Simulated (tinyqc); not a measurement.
Size effects in the resistivity of thin metal films and interconnect lines: one step, computed by the program tinyqc.

Electrons lose their drift at surfaces (a share 1 - p of the hits) and at grain boundaries (reflection R), besides bulk scattering.

Question. Resistivity of the film. Both together (Mayadas-Shatzkes film): rho_b/rho = (rho_b/rho of the grains alone) - (6/(pi kappa))(1 - p) int_0^(pi/2) dphi int_0^1 ds (cos^2 phi/H^2)(s - s^3)(1 - exp(-kappa H/s))/(1 - p exp(-kappa H/s)), H = 1 + alpha/(cos phi sqrt(1 - s^2)), 40 x 80 Gauss-Legendre points. Sheet resistance rho/h; additive estimate rho_b (f_surface + f_grain - 1).

Inputs (values chosen for the exercise, modelled on platinum): bulk resistivity rho_b = 10.8 microohm cm; specularity p = 0.28; film thickness h = 15 nm.

Geometry: film.

rho/rho_b from grains = 1.118488

alpha = 0.08098901

kappa = h/lambda = 2.035278

rho/rho_b from surfaces = 1.148630

Give: resistivity rho; sheet resistance; additive estimate; error of the additive estimate.

Answer.

resistivity rho = 13.64 microohm cm

sheet resistance = 9.091 ohm

additive estimate = 13.68 microohm cm

error of the additive estimate = 0.3538 %

Adding the two excesses (Matthiessen's rule) is 0.4 % high.
